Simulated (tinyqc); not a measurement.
## Slope factor and drain-induced lowering from three currents

Question. With source and body at 0 V, I = A exp((Vg + dd Vd)/(nf Vt)) (1 - exp(-Vd/Vt)). Find nf, the swing nf Vt ln 10 and dd.

Values chosen for this exercise:
```
symbol  value  unit      meaning
T         300     K  temperature
```

Constants: q = 1.602176634e-19 C, kB = 1.380649e-23 J/K, Vt = kB T/q. Results are converted to the units shown.

currents at (Vg, Vd) = (0, 0.05), (0, 1) and (0.1, 1) V (nA/um): [0.018636350, 0.47784481, 12.330749]

Solution. The pair at equal Vd gives nf; the pair at equal Vg, after dividing out the factors 1 - exp(-Vd/Vt), gives dd.

nf = 1.19
swing = 70.8 mV/decade
dd = 0.100

Numbers from tinyqc (`OMP_NUM_THREADS=1 python tinyqc.py 2242241 2242242 out.jsonl`; about 0.03 s on one thread of a shared Intel Xeon 2.30GHz).
